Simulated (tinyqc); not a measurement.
Inside a calculation. Method: LDA (PW92) atom on a uniform radial grid, spin-unpolarised, for Be. Computed by tinyqc, a small Python program that keeps every step. Settings: Z = 4, points = 64, R = 10.6, functional = lda,pw, mixing = 1.0, iteration cap = 80. Command: `OMP_NUM_THREADS=1 python tinyqc.py 26997 26998 out.jsonl` (the two numbers bound the seeds that draw the settings). One thread of a shared host (Intel(R) Xeon(R) Processor @ 2.60GHz), about 0.03 s of CPU time with the checks. Later iterations appear only in the table of the cycle.

## Iteration 1

Spherical atom on a uniform radial grid r_j = j h with h = R/(N + 1), h sum u^2 = 1 and integrals as h times sums, u(0) = u(R) = 0 (atomic units):
```
parameter            value
Z                        4
points N                64
R                10.600000
h                 0.163077
mixing            1.000000
electrons in 1s          2
electrons in 2s          2
```

Three-point differences turn -u''/2 + [l(l+1)/2r^2 - Z/r + V] u = e u into a tridiagonal matrix (diagonal 1/h^2 + potential, off-diagonal -1/2h^2). D = sum f u^2; the Hartree potential y/r solves y'' = -D/r with y(0) = 0, y(R) = N_e; v_xc comes from rho = D/(4 pi r^2); E = sum f e - int D V + int D (V_H/2 + eps_xc); V(new) = V + mixing (V_H + v_xc - V).

eigenvalues (hartree): 1s -7.29280, 2s -1.94947

Every 4th grid point:
```
r            V in     u(1s)      u(2s)         D      V_H      v_xc
0.65231   0.00000   0.82208   -0.25222   1.47887  4.48595  -0.71025
1.30462   0.00000   0.14151   -0.86196   1.52601  2.80786  -0.46639
1.95692   0.00000   0.01827   -0.65896   0.86913  2.00733  -0.30629
2.60923   0.00000   0.00210   -0.35475   0.25170  1.52844  -0.17716
3.26154   0.00000   0.00023   -0.16149   0.05216  1.22589  -0.09688
3.91385   0.00000  2.33e-05   -0.06656   0.00886  1.02196  -0.05111
4.56615   0.00000  2.34e-06   -0.02568   0.00132  0.87601  -0.02617
5.21846   0.00000  2.30e-07   -0.00945   0.00018  0.76651  -0.01303
5.87077   0.00000  2.23e-08   -0.00336  2.26e-05  0.68134  -0.00633
6.52308   0.00000  2.13e-09   -0.00116  2.70e-06  0.61321  -0.00301
7.17538   0.00000  2.02e-10   -0.00039  3.09e-07  0.55746  -0.00141
7.82769   0.00000  1.89e-11   -0.00013  3.41e-08  0.51101  -0.00065
8.48000   0.00000         0  -4.27e-05  3.65e-09  0.47170  -0.00030
9.13231   0.00000         0  -1.37e-05  3.77e-10  0.43801  -0.00013
9.78462   0.00000         0  -4.16e-06  3.47e-11  0.40881  -0.00006
10.43692  0.00000         0  -6.12e-07         0  0.38325   0.00000
```

total energy = -12.1698131 hartree

## Iteration 2

As before.

eigenvalues (hartree): 1s -2.48081, 2s -0.03030

Every 4th grid point:
```
r            V in     u(1s)     u(2s)        D      V_H      v_xc
0.65231   3.77570   0.92512   0.03393  1.71401  3.58965  -0.74381
1.30462   2.34147   0.28958  -0.30297  0.35129  2.20651  -0.29758
1.95692   1.70104   0.07681  -0.47768  0.46816  1.66200  -0.25391
2.60923   1.35128   0.01923  -0.52530  0.55262  1.35126  -0.22439
3.26154   1.12902   0.00468  -0.50354  0.50715  1.13747  -0.19120
3.91385   0.97084   0.00112  -0.45158  0.40786  0.97798  -0.16057
4.56615   0.84984   0.00027  -0.39073  0.30534  0.85425  -0.13429
5.21846   0.75348   0.00006  -0.33080  0.21885  0.75592  -0.11227
5.87077   0.67501  1.49e-05  -0.27552  0.15182  0.67634  -0.09383
6.52308   0.61019  3.52e-06  -0.22577  0.10194  0.61097  -0.07823
7.17538   0.55605  8.30e-07  -0.18123  0.06569  0.55654  -0.06480
7.82769   0.51036  1.96e-07  -0.14115  0.03984  0.51067  -0.05294
8.48000   0.47140  4.61e-08  -0.10462  0.02189  0.47160  -0.04213
9.13231   0.43787  1.09e-08  -0.07077  0.01002  0.43799  -0.03180
9.78462   0.40875  2.49e-09  -0.03873  0.00300  0.40880  -0.02111
10.43692  0.38325  3.11e-10  -0.00770  0.00012  0.38325  -0.00743
```

total energy = -12.9968431 hartree

## Convergence

Stop when input and output potentials agree to 1e-7.

Course of the cycle (hartree):
```
iteration            E     e(1s)     e(2s)  largest |V(out) - V(in)|
1          -12.1698131  -7.29280  -1.94947                  6.29e+00
2          -12.9968431  -2.48081  -0.03030                  1.80e+00
3          -13.0921368  -3.69302  -0.29077                  6.43e-01
4          -13.1041663  -3.24054  -0.17052                  2.20e-01
5          -13.1055688  -3.39516  -0.20845                  7.60e-02
6          -13.1057383  -3.34150  -0.19490                  2.63e-02
7          -13.1057585  -3.36005  -0.19956                  9.08e-03
8          -13.1057610  -3.35362  -0.19794                  3.14e-03
9          -13.1057612  -3.35585  -0.19850                  1.09e-03
10         -13.1057613  -3.35508  -0.19831                  3.77e-04
11         -13.1057613  -3.35534  -0.19837                  1.30e-04
12         -13.1057613  -3.35525  -0.19835                  4.52e-05
13         -13.1057613  -3.35528  -0.19836                  1.56e-05
14         -13.1057613  -3.35527  -0.19835                  5.42e-06
15         -13.1057613  -3.35528  -0.19836                  1.88e-06
16         -13.1057613  -3.35527  -0.19836                  6.49e-07
17         -13.1057613  -3.35528  -0.19836                  2.25e-07
18         -13.1057613  -3.35528  -0.19836                  7.78e-08
```

Converged in 18 iterations. A uniform grid resolves the cusp poorly: for a bare nucleus this grid gives 1s at -7.29280 against -Z^2/2 = -8 hartree. Before convergence this energy mixes input and output and is not variational, so it may rise towards its limit.
